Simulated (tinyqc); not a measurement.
Permittivity of the insulator from five potentials.

Inverse problem. A node lies on a semiconductor-insulator interface. Steps: hs = tb/3 down into the semiconductor, ho = tox/2 up into the insulator, hy = L/6 sideways. The flux balance of its box reads eox (hy/ho)(above - node) + eps_r (hy/hs)(below - node) + [(eps_r hs + eox ho)/(2 hy)](left + right - 2 node) - q Na (hs/2) hy/eps0 = 0. Find eox.

Values chosen for this exercise; semiconductor permittivity close to that of silicon:
- eps_r = 11.6 (relative permittivity of the semiconductor)
- tb = 4 nm (half the body thickness)
- tox = 2.3 nm (insulator thickness)
- L = 22 nm (channel length)
- Na = 0 cm^-3 (acceptor density of the depleted body)

Constants: q = 1.602176634e-19 C, eps0 = 8.8541878128e-14 F/cm where lengths are in cm. Results are converted to the units shown.

psi (V): node 0.12934037, above 0.076730299, below 0.16071517, left 0.22022200, right 0.11675192

Solution. The balance is linear in eox.

eox = 7.500

Numbers from tinyqc (`OMP_NUM_THREADS=1 python tinyqc.py 2480155 2480156 out.jsonl`; about 0.2 s on one thread of a shared Intel Xeon 2.30GHz).
